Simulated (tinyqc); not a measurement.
From results back to parameters: two-band k.p model of the Delta valleys near the X point under shear strain. Three cases, with inputs chosen for the exercise.

Problem. Under a shear strain exy (|eta| < 1) the valley on the [001] axis has ml(eta) = ml/(1 - eta^2), 1/m[110] = 1/mt + eta/Mp and 1/m[1-10] = 1/mt - eta/Mp with Mp > 0, eta = D exy/Delta, Delta = 2 c k0^2/ml, k0 = kx0 2 pi/a, c = hbar^2/2m0.

Constants: hbar^2/2m0 = 3.80998211 eV angstrom^2.

Case 1.

Values chosen (near those of Si; shifted at random, so the results belong to these values and not to a real crystal): a = 5.435 angstrom (lattice constant); ml = 0.916 m0 (longitudinal mass); kx0 = 0.146 2 pi/a (distance of the minimum from X); exy = 0.0027 (shear strain).

m[110], m[1-10], ml(eta) (m0): 0.17112884  0.21609223  0.93558717

Case 2.

Values chosen (near those of Si; shifted at random, so the results belong to these values and not to a real crystal): a = 5.428 angstrom (lattice constant); ml = 0.937 m0 (longitudinal mass); kx0 = 0.149 2 pi/a (distance of the minimum from X); exy = 0.0052 (shear strain).

m[110], m[1-10], ml(eta) (m0): 0.15571940  0.25374999  1.01769266

Case 3.

Values chosen (near those of Si; shifted at random, so the results belong to these values and not to a real crystal): a = 5.446 angstrom (lattice constant); ml = 0.914 m0 (longitudinal mass); kx0 = 0.143 2 pi/a (distance of the minimum from X); exy = 0.007 (shear strain).

m[110], m[1-10], ml(eta) (m0): 0.14550307  0.29098772  1.09565694

Find: mt; eta; Mp; D.

Solution. The mean of the two inverse transverse masses is 1/mt; eta^2 = 1 - ml/ml(eta), with the sign of 1/m[110] - 1/m[1-10] = 2 eta/Mp, which then gives Mp; D = eta Delta/exy.

Case 1.

mt = 0.191 m0
eta = 0.1447
Mp = 0.238 m0
D = 12.7 eV

Case 2.

mt = 0.193 m0
eta = 0.2816
Mp = 0.227 m0
D = 13.1 eV

Case 3.

mt = 0.194 m0
eta = 0.4072
Mp = 0.237 m0
D = 13.2 eV

Computed by tinyqc, one run a case: `OMP_NUM_THREADS=1 python tinyqc.py N N+1 out.jsonl` with N = 1080835, 1080844, 1080845; one thread of a shared Intel(R) Xeon(R) Processor @ 2.30GHz, about 0.01 s a run at most.
